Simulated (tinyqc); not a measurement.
Inside a calculation. Model: hot electrons in a saturated n-channel MOSFET, lucky-electron model.

Program tinyqc, `OMP_NUM_THREADS=1 python tinyqc.py 2550114 2550115 out.jsonl`; Intel Xeon 2.30GHz, shared host, one thread, about 0.01 s. Printed values are rounded.

Beyond pinch-off the lateral field grows as Esat cosh(y/l) over the velocity-saturated region (pseudo-two-dimensional model). Impact ionisation in this region gives the substrate current, which biases the body forward through Rsub. Currents are per width. Local-field laws: they overstate ionisation when the field peak is narrower than an energy relaxation length.

Inputs (values chosen for the exercise); values close to those of silicon n-channel devices: channel length L = 0.18 um; oxide thickness tox = 4.2 nm; junction depth xj = 68 nm; threshold VT = 0.69 V; effective mobility mu = 300 cm^2/(V s); saturation velocity vs = 9e6 cm/s; ionisation prefactor Ai = 2e6 1/cm; ionisation field Bi = 1.87 MV/cm; resistance of the lightly doped drain Rd = 200 ohm um; substrate resistance Rsub = 5800 ohm um; fall of VT per volt of forward body bias kb = 0.29; hot-electron mean free path lm = 9 nm; oxide barrier pb = 3.2 V; prefactor of the gate current Cg = 0.0029; lifetime exponent m = 2.9; lifetime constant Hl = 7100 s uA/um; drain voltage Vd = 1.6 V; gate voltage Vg = 0.8 V.

Constants: eps0 = 8.8541878128e-14 F/cm where lengths are in cm. Results are converted to the units shown.

## Length and field scales

Cox = 3.9 eps0/tox, l = sqrt(3 tox xj), Esat = 2 vs/mu.

Cox = 0.822175 uF/cm^2
l = 29.2711 nm
Esat = 0.06 MV/cm
Esat L = 1.08 V

## Iteration 1: body bias from the substrate current

Vb at the start = 0 V

Cox = 3.9 eps0/tox. Overdrive g = Vg - VT + kb Vb; Vdsat = g Esat L/(g + Esat L); Id = Cox vs (g - Vdsat); dV = Vd - Id Rd - Vdsat; Em = sqrt((dV/l)^2 + Esat^2); Isub = Id (Ai/Bi) l Em exp(-Bi/Em). Vb(new) = Rsub Isub.

Vdsat = 0.0998319 V
Id = 7.52393 uA/um
dV = 1.49866 V
Em = 0.515497 MV/cm
Isub = 0.322751 uA/um
Vb after iteration 1 = 0.00187195 V

## Iteration 2: body bias from the substrate current

As before.

Vdsat = 0.100279 V
Id = 7.59492 uA/um
dV = 1.49820 V
Em = 0.515341 MV/cm
Isub = 0.325338 uA/um
Vb after iteration 2 = 0.00188696 V

## Course of the iteration: body bias from the substrate current

Stop when Vb changes by less than 1e-9 V, or after 60 iterations.

Course of the iteration:
```
iteration      Vb (V)  |change| (V)
1          0.00187195       1.87e-3
2          0.00188696       1.50e-5
3          0.00188708       1.20e-7
4          0.00188708      9.66e-10
```

Converged in 4 iterations. At the end each change is about 0.0080 times the one before: linear convergence.

## Gate current, lifetime and channel shortening

Id = 7.59549 uA/um
dV = 1.49820 V
Em = 0.515339 MV/cm
Isub = 0.325359 uA/um

Ig = Cg Id exp(-pb/(lm Em)); lifetime tau = (Hl/Id)(Isub/Id)^(-m); length of the saturated region dL = l ln[(dV/l + Em)/Esat]. 1 year = 3.15576e7 s.

Isub/Id = 0.0428358
Ig = 22.2107 pA/um
tau = 0.275016 years
dL = 83.1366 nm

The lifetime misses ten years. Integrating Ai exp(-Bi/E) over the cosh profile gives Isub/Id = 0.0352, so the closed form is 22 % above it.
